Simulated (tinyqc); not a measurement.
# Threshold of a short bulk MOSFET: charge sharing, barrier lowering, narrow width, step by step

Numbers from tinyqc (`OMP_NUM_THREADS=1 python tinyqc.py 2002112 2002113 out.jsonl`; about 0.01 s on one thread of a shared Intel Xeon 2.30GHz). Printed values are rounded.

n-channel device on a p-type body, depletion approximation, full ionisation. Uniform doping N = Na. Vbi from Boltzmann statistics is rough for the degenerate source. Cox = eps0 eox/tox.

Values chosen for this exercise; band and dielectric values close to those of silicon: temperature T = 350 K; band gap Eg = 1.1 eV; relative permittivity eps_r = 11.7; conduction-band density of states at T Nc = 3.55e19 cm^-3; valence-band density of states at T Nv = 3.39e19 cm^-3; relative permittivity of the gate insulator (close to silicon dioxide) eox = 3.9; insulator thickness tox = 6 nm; channel doping Na = 4.5e17 cm^-3; source and drain doping Nsd = 1e20 cm^-3; flat-band voltage for the doping Na Vfb = -0.89 V; junction depth xj = 27 nm; body-source voltage Vbs = -0.5 V; drain-source voltage Vds = 0.5 V; gate width W = 800 nm; shape factor of the fringing depletion at the width edges xw = 1.5708; channel length L = 210 nm.

Constants: q = 1.602176634e-19 C, kB = 1.380649e-23 J/K, Vt = kB T/q, eps0 = 8.8541878128e-14 F/cm where lengths are in cm. Results are converted to the units shown.

## Long-channel threshold and scales

ni = sqrt(Nc Nv) exp(-Eg/(2 Vt)), Eg in volts; 2 pB = 2 Vt ln(N/ni); flat band Vfb - Vt ln(N/Na); Wd = sqrt(2 eps0 eps_r (2 pB - Vbs)/(q N)); body term q N Wd/Cox; long-channel VT0 = flat band + 2 pB + body term; Vbi = Vt ln(N Nsd/ni^2); scale length l = sqrt((eps_r/eox) tox Wd).

N = 4.5e17 cm^-3
2 pB = 0.837905 V
flat band = -0.89 V
Wd = 62.0060 nm
body term = 0.776773 V
VT0 = 0.724678 V
Vbi = 1.00088 V
l = 33.4082 nm

## Short-channel and narrow-width shifts

Charge sharing (trapezoid; it ignores Vds): F = (xj/L)(sqrt(1 + 2 Wd/xj) - 1), lowering = body term times F. Barrier lowering: th = exp(-L/(2 l)) + 2 exp(-L/l), lowering = th [2 (Vbi - 2 pB) + Vds], DIBL = th. Narrow width: rise = body term times xw Wd/W. VT by each model = VT0 - lowering + rise.

F = 0.175495
lowering by charge sharing = 136.320 mV
th = 0.0468805
lowering of the barrier = 38.7213 mV
DIBL = 46.8805 mV/V
narrow-width rise = 94.5711 mV
VT, charge sharing = 0.682930 V
VT, barrier lowering = 0.780528 V

L is 6.29 scale lengths. The charge-sharing lowering is 3.52 times the barrier lowering; the first falls off as 1/L and the second exponentially. Both describe the same loss of gate control, so they are alternatives and are not added.
